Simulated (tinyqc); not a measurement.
Deep-level transient spectroscopy (DLTS) of one majority-carrier trap: one step, computed by the program tinyqc.

A filling pulse loads the traps in a one-sided junction; under reverse bias they empty at the rate e, and the capacitance relaxes as C(t) = C_0 - dC exp(-e t). The signal is S = [C(t_2) - C(t_1)]/dC.

Task: Emission rate at T. e = g sigma v N_b exp(-E/k_B T), v = sqrt(3 k_B T/m), N_b = 2 M (2 pi m k_B T/h^2)^(3/2), sigma = sigma_0, E = E_t.

Inputs (values chosen for the exercise, with mass and screening modelled on ZnSe):
```
quantity,value,unit
density-of-states mass m,0.151,m_0
valleys M,1,-
trap depth E_t,0.479,eV
cross-section sigma_0,4.8e-14,cm^2
degeneracy ratio g,2,-
temperature T,300,K
```

Carriers: electrons. Extra term: none.

Constants: k_B = 8.617333262e-05 eV/K; k_B = 1.380649e-23 J/K; m_0 = 9.1093837015e-31 kg; h = 6.62607015e-34 J s.

Give: thermal velocity v; N_b; sigma; E; emission rate e.

Result:

thermal velocity v = 3.006e+07 cm/s

N_b = 1.472e+18 cm^-3

sigma = 4.80e-14 cm^2

E = 0.479 eV

emission rate e = 38141 1/s
